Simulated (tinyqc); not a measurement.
On-chip interconnect, size-dependent resistivity and RC delay: one step of the calculation.

A rectangular line between two neighbours and two ground planes. Surface and grain-boundary scattering are added to the bulk resistivity as corrections; capacitances are parallel-plate values without fringing; inductance is ignored.

Task. Node voltages after a time step. A 1 V step is applied behind Rd at t = 0. C dv/dt = -G v + b, with G the conductance matrix of the ladder (1/Rs between neighbours, 1/Rd added at node 0) and b = (1 V/Rd, 0, ...). Backward Euler step: (C/dt + G) v(new) = (C/dt) v + b.

Values chosen for this exercise:
- Rd = 16000 ohm (driver resistance)
- dt = 26 ps (time step)

Rs = 1060.6270 ohm

```
node	C (fF)	v at t = 0 (V)
0	0.35692794	0
1	0.71385587	0
2	0.71385587	0
3	0.71385587	0
4	0.71385587	0
5	0.71385587	0
6	1.6569279	0
```

Give: v at t = 1 dt.

Result.

v at t = 1 dt, node 0 to 6 (V): 0.3073  0.2659  0.2322  0.2053  0.1843  0.1687  0.1580

Range of the model: The metal width is under the mean free path, where the thick-limit surface term and the simple sum of corrections lose accuracy.

Program tinyqc, `OMP_NUM_THREADS=1 python tinyqc.py 2100055 2100056 out.jsonl`; Intel Xeon 2.30GHz, shared host, one thread, about 0.01 s.
